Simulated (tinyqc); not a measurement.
A run and its error bars: classical Heisenberg spin chain: exact results, Metropolis, heat-bath and over-relaxation steps, and a Monte Carlo run. Computed by tinyqc, a small Python program. Command: `OMP_NUM_THREADS=1 python tinyqc.py 3130557 3130558 out.jsonl heismc walk`. One thread of a shared host (Intel(R) Xeon(R) Processor @ 2.30GHz), about 0.2 s of CPU time with the checks.

E = -J sum_i s_i . s_(i+1) for unit vectors s_i on an open chain; K = J/(k_B T).

Inputs (values chosen for the exercise, for a model chain of large moments):
```
quantity                     value  unit
coupling J                      12   meV
temperature T                 49.6     K
moment mu                      2.5  mu_B
length N of the open chain      12     -
seed                        748089     -
```

Update: heat bath.

Constants: k_B = 8.617333262e-05 eV/K; mu_B = 5.7883818060e-05 eV/T.

Method:
- Each bond angle is independent, so u = <s_i . s_(i+1)> = coth K - 1/K, <s_i . s_(i+n)> = u^n, correlation length xi = -1/ln|u|, energy per bond -J u, heat capacity per bond c/k_B = 1 - K^2/sinh^2 K, and for the long chain chi = mu^2 (1 + u)/(3 k_B T (1 - u)) per spin.
- For N spins, <|sum s|^2>/N = (1 + u)/(1 - u) - 2 u (1 - u^N)/(N (1 - u)^2); the long chain has (1 + u)/(1 - u), chi over the Curie value, and the difference is relative to it.
- From the ordered state (alternating for J < 0), with each spin drawn from exp(h . s), h = K x sum of neighbours, 200 sweeps are discarded and 1600 recorded (even and odd sites in turn; random numbers not printed, so these rows are one sample). Errors are the scatter of block means over sqrt(number of blocks).

K = 2.80754

u = 0.651128

<|sum s|^2>/N = 3.84632

Blocking:
```
block length  mean bond product      error  <|sum s|^2>/N    error
1                       0.64717  0.0025720         3.8358  0.05336
4                       0.64717  0.0031322         3.8358  0.08281
16                      0.64717  0.0036394         3.8358  0.10617
40                      0.64717  0.0032576         3.8358  0.10697
80                      0.64717  0.0028806         3.8358  0.08216
```

What does the comparison show, and why?

With blocks of 40 the bond product is 1.2 error bars from the exact u = 0.6511, and <|sum s|^2>/N is 0.1 from the exact 3.846. Blocking to 40 changes the two errors by factors 1.3 and 2.0, because successive sweeps are correlated.
